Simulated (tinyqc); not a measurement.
Hot carriers by balance equations with a heated Maxwellian: one step, computed by the program tinyqc.

The carriers follow a Maxwellian at an electron temperature T_e, slightly displaced; the drift energy is neglected against k_B T_e. The balance averages the rate, not the time, so mu_0 lies below the relaxation-time value.

Task: Equilibrium values. Parabolic band: E = hbar^2 k^2/(2 m), speed v = hbar k/m, states per spin, volume and energy g(E) = m k/(2 pi^2 hbar^2). Masses are multiplied by m_0 and all formulas are in SI units. Phonon occupation N_q = 1/(exp(hbar w/(k_B T)) - 1). Acoustic deformation potential (elastic, equipartition, absorption and emission together): 1/tau = 2 pi k_B T D_A^2 g(E)/(hbar rho v_l^2). Optical or intervalley deformation potential: 1/tau = (pi Z_f D_o^2/(rho w)) [N_q g(E + hbar w) + (N_q + 1) g(E - hbar w)], with g = 0 below the band edge. Averages over the Maxwellian, <y> = int y x^(1/2) exp(-x) dx / int x^(1/2) exp(-x) dx with x = E/(k_B T_e), split at x_0 = hbar w/(k_B T_e): 64 Gauss-Legendre points in sqrt(x) below it and 128 in sqrt(x - x_0) above it, up to x = 32. Momentum balance: mu(T_e) = e/(m nu), nu = <x (sum of rates)>/<x>. Power lost per carrier: P(T_e) = hbar w <emission rate - absorption rate> + <(2 m v_l^2/(k_B T)) (E - 2 k_B T) acoustic rate>. Energy relaxation time at weak heating: tau_E = (3/2) k_B / (dP/dT_e), the derivative by a central difference of +/- 0.5 K at T_e = T.

Inputs (values chosen for the exercise, for a model non-polar semiconductor):
```
quantity                                          value       unit
effective mass m                                  0.237        m_0
density rho                                        4810     kg/m^3
sound velocity v_l                                 4820        m/s
acoustic deformation potential D_A                   13         eV
phonon energy hbar w                               71.4        meV
optical or intervalley deformation potential D_o    8.4  1e8 eV/cm
final valleys Z_f                                     3          -
lattice temperature T                               300          K
```

Band: parabolic. Solver: damped fixed point.

Constants: k_B = 8.617333262e-05 eV/K; k_B = 1.380649e-23 J/K; e = 1.602176634e-19 C; hbar = 1.054571817e-34 J s; m_0 = 9.1093837015e-31 kg; hbar = 6.582119569e-16 eV s.

Give: low-field mobility mu_0; energy relaxation time tau_E.

Result:

low-field mobility mu_0 = 1158 cm^2/(V s)

energy relaxation time tau_E = 1.088 ps

tau_E is 6.97 times the momentum relaxation time m mu_0/e: energy is lost more slowly than direction, which is why carriers heat.
